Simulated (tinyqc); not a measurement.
Comparisons within one model: pair of shallow donors (hydrogen-like orbitals). A value that a table varies takes the place of the one given here.

Each donor has the orbital exp(-r/a); energy unit Ha* = q/(eps a), q = e^2/(4 pi eps0), so that a lone donor is bound by Ha*/2; x = R/a. One electron: S = (1 + x + x^2/3) exp(-x), j = 1/x - (1 + 1/x) exp(-2x), k = (1 + x) exp(-x); levels E(+/-) = -1/2 - (j +/- k)/(1 +/- S) in Ha*, without the repulsion of the ions, split by D = |E(-) - E(+)|. In six valleys the overlaps S and k are multiplied by v = [cos(K Rx) + cos(K Ry) + cos(K Rz)]/3, K = k0 (2 pi/a_lat), for isotropic envelopes and the symmetric valley state.

Two electrons, Heitler-London: with S' = (1 - x + x^2/3) exp(x), C = 1/x - exp(-2x)(1/x + 11/8 + 3x/4 + x^2/6), X = (1/5){exp(-2x)(25/8 - 23x/4 - 3x^2 - x^3/3) + (6/x)[S^2 (0.5772157 + ln x) + S'^2 Ei(-4x) - 2 S S' Ei(-2x)]}, Q = C - 2j + 1/x and A = X - 2 S k + S^2/x, the singlet and triplet lie at (Q +/- w A)/(1 +/- w S^2) from two lone donors, with the valley weight w = v^2; the exchange is J = triplet - singlet.

Constants: e^2/(4 pi eps0) = 14.39964547 eV angstrom.

Parameters, chosen for this exercise (near those of two donors in Si; the results hold for these values, not for the real material): a = 19.7 angstrom (orbital radius); eps = 11.4 (dielectric constant); a_lat = 5.431 angstrom (lattice constant); k0 = 0.847 2 pi/a_lat (valley position); sites = ((7.5, 7.5, 0), (8, 8, 0), (8.5, 8.5, 0), (9, 9, 0), (9.5, 9.5, 0), (10, 10, 0), (10.5, 10.5, 0), (11, 11, 0), (11.5, 11.5, 0), (12, 12, 0)) a_lat (positions of the second donor); Ns = (0.03, 0.075, 0.18, 0.45, 1, 2.2, 4.5) x 1e18/cm^3 (donor densities); n = (9.5, 0.5, 0) a_lat (separation vector).

## Lattice sites along [110]

D and J for each site, and for v = 1.

Results:

| site | R (angstrom) | v | D (meV) | J (micro-eV) | J for v = 1 |
|---|---|---|---|---|---|
| (7.5, 7.5, 0) | 57.6 | -0.067 | 0.754 | 24.6 | 5.59e+03 |
| (8, 8, 0) | 61.4 | 0.442 | 4.55 | 839 | 4.35e+03 |
| (8.5, 8.5, 0) | 65.3 | 0.541 | 4.97 | 978 | 3.36e+03 |
| (9, 9, 0) | 69.1 | -0.144 | 1.14 | 53.2 | 2.58e+03 |
| (9.5, 9.5, 0) | 73.0 | 0.972 | 7.12 | 1.85e+03 | 1.96e+03 |
| (10, 10, 0) | 76.8 | -0.322 | 1.97 | 154 | 1.49e+03 |
| (10.5, 10.5, 0) | 80.6 | 0.856 | 4.67 | 823 | 1.12e+03 |
| (11, 11, 0) | 84.5 | 0.061 | 0.282 | 3.12 | 843 |
| (11.5, 11.5, 0) | 88.3 | 0.294 | 1.18 | 54.2 | 629 |
| (12, 12, 0) | 92.2 | 0.676 | 2.36 | 214 | 468 |

How do the results move?

Over these sites the envelope alone changes J by a factor 11.9, and the valley factor v^2 by 255; J runs from 3.12 at (11, 11, 0) to 1.85e+03 micro-eV at (9.5, 9.5, 0). Along [110] only two valleys keep their phase, so v = (1 + 2 cos)/3 can pass through zero. J does not fall steadily with distance.

## From lone donors to an impurity band (impurity band of shallow donors (Hubbard estimate))

Donors on a simple cubic lattice of spacing R = N^(-1/3) (1/angstrom^3 = 1e24/cm^3), Ha* = q/(eps a), q = e^2/(4 pi eps0), x = R/a. Hopping t = Ha* (1 + x) exp(-x), band width B = 12 t, on-site repulsion U = (5/8) Ha*; the gap closes near B/U = 1.15. Valley factors and disorder are left out.

Results:

| N (1e18/cm^3) | R (angstrom) | N^(1/3) a | t (meV) | B (meV) | B/U |
|---|---|---|---|---|---|
| 0.030 | 321.8 | 0.061 | 8.93e-05 | 0.00107 | 2.68e-05 |
| 0.075 | 237.1 | 0.083 | 0.00495 | 0.0594 | 0.00148 |
| 0.18 | 177.1 | 0.111 | 0.0798 | 0.958 | 0.0239 |
| 0.45 | 130.5 | 0.151 | 0.649 | 7.79 | 0.194 |
| 1.0 | 100.0 | 0.197 | 2.43 | 29.2 | 0.728 |
| 2.2 | 76.9 | 0.256 | 6.34 | 76.1 | 1.90 |
| 4.5 | 60.6 | 0.325 | 12.1 | 145 | 3.61 |

What does this show, and why?

B/U passes 1.15 between 1 and 2.2 x 1e18/cm^3; the root is x = 4.52, N^(1/3) a = 0.221, N = 1.4 x 1e18/cm^3, below the 2.3 that the empirical rule N^(1/3) a = 0.26 gives; the estimate is rough, since random positions, the overlap of the orbitals and screening are left out. While N grows by 150 times, t grows by 1.35e+05 times.

## What each parameter does

x, D = |E(-) - E(+)| and J. Each row changes one parameter from the base and keeps the others.

Results:

| case | x | D (meV) | J (micro-eV) |
|---|---|---|---|
| base | 2.623 | 4.800 | 1.00e+03 |
| a = 21.7 angstrom | 2.381 | 4.879 | 1.18e+03 |
| eps = 12.5 | 2.623 | 4.378 | 912 |
| k0 = 0.827 2 pi/a_lat | 2.623 | 3.386 | 509 |
| n = (10.5, 0.5, 0) a_lat | 2.898 | 3.457 | 508 |

What can be read from the table?

The largest shifts from the base row, up to three for each result and ties (the steps differ in size, so this ranks the rows, not the parameters). x: n +0.275, a -0.242; unchanged at the printed digits by eps and k0. D (meV): k0 -1.41, n -1.34, eps -0.422. J (micro-eV): n -492, k0 -490, a +180.

Program tinyqc; command `OMP_NUM_THREADS=1 python tinyqc.py 1280375 1280376 out.jsonl`; about 0.01 s on one thread of a shared Intel(R) Xeon(R) Processor @ 2.30GHz.
